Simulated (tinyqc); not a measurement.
Density and mobility of a removed layer (differential Hall).

Question. For layers in parallel the sheet conductance g = 1/Rs and the product g mu_H (mu_H signed, unit Hall factors) are additive. Find the sheet density and mobility of the layer that was removed, and its share of the conductance.

Constants: q = 1.602176634e-19 C. Results are converted to the units shown.

Rs before and after removing the top layer (ohm/square): [253.92633, 282.16587]
apparent mobility before and after, signed (cm^2/(V s)): [-66.990236, -79]

Solution. The differences give g1 = q n mu and g1 mu = q n mu^2; their ratio is mu and g1^2/(q g1 mu) is n.

sheet density = 6.000e13 cm^-2
mobility = 41.00 cm^2/(V s)
share of the conductance = 10.01 %

Computed by the program tinyqc: `OMP_NUM_THREADS=1 python tinyqc.py 2850121 2850122 out.jsonl`, one thread of a shared Intel Xeon 2.30GHz, about 0.01 s for the whole run.
